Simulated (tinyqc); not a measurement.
Admittance spectroscopy and thermally stimulated current of one trap level in a depletion layer: one step, computed by the program tinyqc.

A Schottky junction on n-type material holds one donor-like electron trap; shallow donors are fully ionised and abrupt depletion edges are assumed.

Question. The capacitance step. With E_c - E_F = k_B T_p ln(N_c/N): lambda = sqrt(2 eps eps_0 (E_t - (E_c - E_F))/(e^2 N)); traps are empty and charged for x < x_t = w - lambda, and V_b = e (N w^2 + N_t x_t^2)/(2 eps eps_0). High frequency: C_hf = eps eps_0/w. Low frequency: C_lf = eps eps_0 (N + N_t)/(N w + N_t x_t).

Inputs (values chosen for the exercise, modelled on n-type germanium): dielectric constant eps = 16; shallow doping N = 1.7e+16 1/cm^3; trap density N_t = 7.4e+15 1/cm^3; trap depth E_t below the band = 0.213 eV; band bending V_b = 0.39 V.

E_c - E_F = k_B T_p ln(N_c/N) = 0.08150831 eV

Constants: eps_0 = 8.8541878128e-12 F/m; e = 1.602176634e-19 C.

Give: lambda; depletion width w; crossing point x_t; C_hf; C_lf; step (C_lf - C_hf)/C_hf; small-N_t estimate (N_t/N)(lambda/w).

Answer.

lambda = 117.0 nm

depletion width w = 194.8 nm

crossing point x_t = 77.81 nm

C_hf = 72.74 nF/cm^2

C_lf = 88.93 nF/cm^2

step (C_lf - C_hf)/C_hf = 0.2227

small-N_t estimate (N_t/N)(lambda/w) = 0.2614

Reading N_t/N straight from the step would give 0.223 against the true 0.435: the factor lambda/w must be known. Caution: N_t/N is not small, so the peak moves away from omega = 2 e_n.
